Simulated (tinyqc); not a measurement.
Inside a calculation. Model: random telegraph noise from one oxide trap in a small MOSFET.

Computed by the program tinyqc: `OMP_NUM_THREADS=1 python tinyqc.py 2710052 2710053 out.jsonl`, one thread of a shared Intel Xeon 2.30GHz, about 0.01 s for the whole run. Printed values are rounded.

An acceptor-like trap exchanges electrons with the channel. Inversion charge Q = Cox u, u = n Vt W0(exp((Vg - VT)/(n Vt))), W0 the Lambert function, n = nf, Cox = eps0 eox/tox; linear regime Id = (W/L) mu Q Vd. Relative to threshold the surface potential rises by Vt ln(u/u0) and the oxide voltage by the rest of Vg - VT, with u0 = n Vt W0(1).

Values chosen for this exercise; values of the order met in silicon transistors: temperature T = 300 K; relative permittivity of the gate insulator (close to hafnium oxide) eox = 21.8; insulator thickness tox = 9.9 nm; depth of the trap from the channel interface xt = 1.1 nm; trap level above the channel Fermi level at threshold E0 = 0.21 eV; capture prefactor s0 = 5e-15 cm^2; capture barrier (lattice relaxation) EB = 0.27 eV; tunnelling decay length lt = 0.14 nm; thermal velocity vth = 1.5e7 cm/s; thickness of the inversion layer zi = 1.6 nm; threshold voltage VT = 0.31 V; body factor nf = 1.3; gate width W = 260 nm; gate length L = 67 nm; mobility mu = 140 cm^2/(V s); scattering coefficient of the charged trap asc = 0 V s; drain voltage Vd = 0.02 V; gate voltage Vg = 1.37 V.

Constants: q = 1.602176634e-19 C, kB = 1.380649e-23 J/K, Vt = kB T/q, eps0 = 8.8541878128e-14 F/cm where lengths are in cm. Results are converted to the units shown.

Range of the model: VT is taken as given; short-channel effects and the uneven flow of current among few electrons are left out.

## Trap level, time constants and occupancy

N = Cox u/q; dpsi = Vt ln(u/u0); E = E0 - dpsi - (xt/tox)(Vg - VT - dpsi); capture time tc = 1/[(N/zi) vth s0 exp(-xt/lt - EB/Vt)]; emission time te = tc exp(-E/Vt); occupancy te/(tc + te).

u = 0.947772 V
N = 1.15336e13 cm^-2
dpsi = 0.100991 V
E = 0.00245247 eV
tc = 1.64138e-5 s
te = 1.49283e-5 s
occupancy = 0.476301

The trap lies 0.095 Vt above the Fermi level, so it is empty most of the time.

## Step height

A = W L; threshold step dV = q (1 - xt/tox)/(Cox A); gm/Id = 1/(u + n Vt); relative step dI/I = (gm/Id) dV + asc mu/A. Id as defined.

electrons in the channel N A = 2009.15
dV = 0.419314 mV
gm/Id = 1.01897 1/V
number part of dI/I = 0.0427270 %
dI/I = 0.0427270 %
Id = 20.0785 uA
dI = 8.57893 nA

## Lorentzian spectrum

Spectrum S(f) = 4 dI^2/{(tc + te)[(1/tc + 1/te)^2 + (2 pi f)^2]}; corner fc = (1/tc + 1/te)/(2 pi); variance dI^2 tc te/(tc + te)^2. Give S at f = 0, at fc and at 10 fc.

fc = 20357.7 Hz
S(0) = 5.74091e-22 A^2/Hz
S(fc) = 2.87045e-22 A^2/Hz
S(10 fc) = 5.68407e-24 A^2/Hz
rms current = 4.28464 nA

The rms value is 0.499 of the step; it reaches its largest share, 1/2, when tc = te.
